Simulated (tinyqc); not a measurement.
## Sneak paths and read margin

Worst-case read of an N x N array without selectors, ideal wires, unselected lines floating and all unselected cells in the low state with resistance K Ron: the sneak path is Rsn = K Ron [2/(N - 1) + 1/(N - 1)^2], in parallel with the selected cell Rc. A sense resistor Ron to ground gives Vout = Vr Ron/(Ron + Rc Rsn/(Rc + Rsn)); margin = [Vout(Rc = Ron) - Vout(Rc = ra Ron)]/Vr.

Parameters, values chosen for the exercise: resistance of the low state Ron = 20 kohm; ratio Roff/Ron ra = 10; factor by which unselected cells are more resistive K = 100; read voltage Vr = 0.2 V.

Results:
```
N    Rsn (kohm)  Vout, low state (mV)  Vout, high state (mV)  margin (%)
2          6000                 100.2                  18.73       40.72
3          2500                 100.4                  19.49       40.45
4          1556                 100.6                  20.28       40.18
16        275.6                 103.5                  29.44       37.03
32        131.1                 107.1                  40.32       33.38
64        64.00                 113.5                  58.41       27.55
128       31.62                 124.0                  84.56       19.73
256       15.72                 138.9                  115.7       11.59
```

Estimate the missing row, N = 8.

Computed row:
```
N  Rsn (kohm)  Vout, low state (mV)  Vout, high state (mV)  margin (%)
8       612.2                 101.6                  23.43       39.09
```

With this row back in the table: The margin falls from 40.7 to 11.6 %; a lone cell has 40.9 %. It stays above 10 % in all rows. Between the last two rows it goes as N^(-0.77).

Computed by the program tinyqc: `OMP_NUM_THREADS=1 python tinyqc.py 2880014 2880015 out.jsonl`, one thread of a shared Intel Xeon 2.30GHz, about 0.02 s for the whole run.
